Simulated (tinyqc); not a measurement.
From results back to parameters: polytypes by hexagonality, and a cubic inclusion as a quantum well. Three cases, with inputs chosen for the exercise.

Problem. A square well of depth V with masses m_w inside and m_b outside (first and second entry of m) binds its lowest level at the given depth below the barrier: k tan(k L/2) = (m_w/m_b) q, k = sqrt(m_w E/c), q = sqrt(m_b (V - E)/c), c = hbar^2/2m0. How many double layers wide is it?

Constants: hbar^2/2m0 = 3.80998211 eV angstrom^2.

Case 1.

Values chosen (out of a larger set: of the order of those of SiC; not measured data): m = (0.309, 0.303) m0 (electron mass along c in the cubic layer and in the host); d = 2.515 angstrom (thickness of a double layer).

V = 0.76520 eV
depth V - E = 0.61399 eV

Case 2.

Values chosen (out of a larger set: of the order of those of InP; not measured data): m = (0.086, 0.083) m0 (electron mass along c in the cubic layer and in the host); d = 3.381 angstrom (thickness of a double layer).

V = 0.12500 eV
depth V - E = 0.04456 eV

Case 3.

Values chosen (out of a larger set: of the order of those of GaN; not measured data): m = (0.185, 0.214) m0 (electron mass along c in the cubic layer and in the host); d = 2.593 angstrom (thickness of a double layer).

V = 0.28100 eV
depth V - E = 0.07644 eV

Find: k; q; L; N.

Solution. L = (2/k) arctan((m_w/m_b) q/k), and N = L/d.

Case 1.

k = 0.1107 1/angstrom
q = 0.2210 1/angstrom
L = 20.12 angstrom
N = 8.0

Case 2.

k = 0.0426 1/angstrom
q = 0.0312 1/angstrom
L = 30.43 angstrom
N = 9.0

Case 3.

k = 0.0997 1/angstrom
q = 0.0655 1/angstrom
L = 10.37 angstrom
N = 4.0

Computed by tinyqc, one run a case: `OMP_NUM_THREADS=1 python tinyqc.py N N+1 out.jsonl` with N = 1850114, 1850121, 1850197; one thread of a shared Intel(R) Xeon(R) Processor @ 2.30GHz, about 0.09 s a run at most.
